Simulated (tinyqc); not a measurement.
Crystal pulling from the melt: segregation, interface stability, heat balance and point-defect regime: one step, computed by the program tinyqc.

A dilute solute; steady pulling with a flat interface unless it is found unstable.

Question. Constitutional supercooling. Liquidus slope per concentration (van 't Hoff): |m| = k_B T_m^2 (1 - k0)/L. Solute gradient at the interface: G_C = (V/D) C_s (1 - k0)/k0. Constitutional supercooling sets in when |m| G_C > G_L. Critical C_s from the equality.

Inputs (values chosen for the exercise, modelled on aluminium in silicon):

| quantity | value | unit |
|---|---|---|
| equilibrium coefficient k0 | 0.002 | - |
| diffusivity in the melt D | 0.00012 | cm^2/s |
| pull rate V | 1.8 | mm/min |
| gradient in the melt G_L | 7.4 | K/cm |
| latent heat per volume L | 4250 | J/cm^3 |
| melting point T_m | 1685 | K |

C_s = 9.346291e+15 1/cm^3

Constants: k_B = 1.380649e-23 J/K.

Give: |m|; |m| G_C; critical C_s; ratio |m| G_C/G_L.

Answer.

|m| = 9.205e-21 K cm^3

|m| G_C = 1.073 K/cm

critical C_s = 6.444e+16 1/cm^3

ratio |m| G_C/G_L = 0.1450

The interface is stable by this test, with a margin of 6.9.
